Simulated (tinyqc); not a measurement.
One-dimensional ballistic tunnel FET, two-band WKB: one step of the calculation.

A p-type source for x < 0 with its Fermi level at 0 and its valence edge at ds; in the channel the bands fall as D exp(-x/lam) towards their flat values, with the conduction edge at Ec = ds - dP and D = dP + Eg. The gate moves dP one to one. The drain Fermi level lies at -Vd and the drain side reflects nothing. For w = E - Ec between 0 and dP an electron crosses the gap. Two-band dispersion with equal masses m: inside the gap kappa = sqrt(m u (1 - u/Eg)/C), u the distance from a band edge, C = hbar^2/(2 m0).

Problem. Current on a coarse grid. S(w) = 2 lam int_0^Eg kappa(u) du/(w + Eg - u) = 2 pi lam sqrt(m/(C Eg)) [w + Eg/2 - sqrt(w (w + Eg))], T(w) = exp(-S). I = g (2 q^2/h) int_0^dP T(w) [f(E) - f(E + Vd)] dw, E = ds - dP + w, f(x) = 1/(1 + exp(x/Vt)). Simpson's rule on nE equally spaced points.

Inputs (values chosen for the exercise); band and dielectric values close to those of indium arsenide:

| symbol | value | unit | meaning |
|---|---|---|---|
| T | 350 | K | temperature |
| Eg | 0.35 | eV | band gap |
| m | 0.026 | m0 | band-edge mass of the two-band model |
| lam | 5.9 | nm | screening length of the source junction |
| ds | 0.05 | eV | source valence edge above the source Fermi level |
| Vd | 0.5 | V | drain bias |
| g | 2 |  | number of degenerate subbands (spin apart) |
| dP | 0.15 | eV | tunnelling window Ev(source) - Ec(channel) |
| nE | 11 |  | points of the energy grid |

Constants: q = 1.602176634e-19 C, kB = 1.380649e-23 J/K, hbar = 1.054571817e-34 J s, h = 6.62607015e-34 J s, m0 = 9.1093837015e-31 kg, Vt = kB T/q, hbar^2/(2 m0) = 0.0380998212 eV nm^2. Results are converted to the units shown.

Give: w; T(w); difference of the f; I.

Solution.

| point | w (eV) | T(w) | difference of the f |
|---|---|---|---|
| 0 | 0.00000 | 1.1639e-4 | 0.96496 |
| 1 | 0.01500 | 0.0024666 | 0.94365 |
| 2 | 0.03000 | 0.0061909 | 0.91059 |
| 3 | 0.04500 | 0.011258 | 0.86099 |
| 4 | 0.06000 | 0.017499 | 0.79022 |
| 5 | 0.07500 | 0.024742 | 0.69612 |
| 6 | 0.09000 | 0.032827 | 0.58214 |
| 7 | 0.10500 | 0.041603 | 0.45865 |
| 8 | 0.12000 | 0.050941 | 0.34004 |
| 9 | 0.13500 | 0.060725 | 0.23859 |
| 10 | 0.15000 | 0.070855 | 0.16006 |

I = 0.29017 uA

Numbers from tinyqc (`OMP_NUM_THREADS=1 python tinyqc.py 2620160 2620161 out.jsonl`; about 0.01 s on one thread of a shared Intel Xeon 2.30GHz).
